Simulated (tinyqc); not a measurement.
Schottky barrier with interface states (Cowley-Sze model), image lowering and contact resistance: one step, computed by the program tinyqc. Command: `OMP_NUM_THREADS=1 python tinyqc.py 3010553 3010554 out.jsonl pinning walk`. One thread of a shared host (Intel(R) Xeon(R) Processor @ 2.30GHz), about 0.01 s of CPU time with the checks.

An n-type semiconductor under a metal. The barrier lies between the Schottky-Mott limit phi_M - chi and the Bardeen limit E_g - E_n, E_n being the neutrality level of the interface states; the space-charge term of the full Cowley-Sze expression is left out.

Question. Thermionic current. A* = 4 pi e m_e M_c k_B^2/h^3 (a simple valley count); J_s = A* T^2 exp(-phi/k_B T). J_0 uses phi_B; the reverse current uses phi_B less the image lowering, times 1 - exp(-V_r/k_B T).

Inputs (values chosen for the exercise, with gap, mass and screening modelled on ZnO):
```
quantity                     value   unit
dielectric constant eps_s     8.58      -
electron mass m_e            0.275    m_0
valleys M_c                      1      -
donor density N            1.7e+18  cm^-3
temperature T                  350      K
reverse bias V_r               4.7      V
```

Pinning factor from: interface states.

barrier phi_B = 1.934617 eV

image lowering = 0.1909215 eV

Constants: e = 1.602176634e-19 C; m_0 = 9.1093837015e-31 kg; k_B = 1.380649e-23 J/K; h = 6.62607015e-34 J s; k_B = 8.617333262e-05 eV/K.

Give: Richardson constant A*; J_0; thermionic reverse current.

Answer.

Richardson constant A* = 33.05 A cm^-2 K^-2

J_0 = 5.624e-22 A/cm^2

thermionic reverse current = 3.156e-19 A/cm^2

Image lowering raises the reverse current by a factor 561. Caution: E_00 = (e hbar/2) sqrt(N/(m_e eps_s eps_0)) is above 0.3 k_B T, so tunnelling through the barrier adds to the thermionic currents, most of all under reverse bias. Caution: so small an emission current is nominal: generation, tunnelling and edge leakage set the real one.
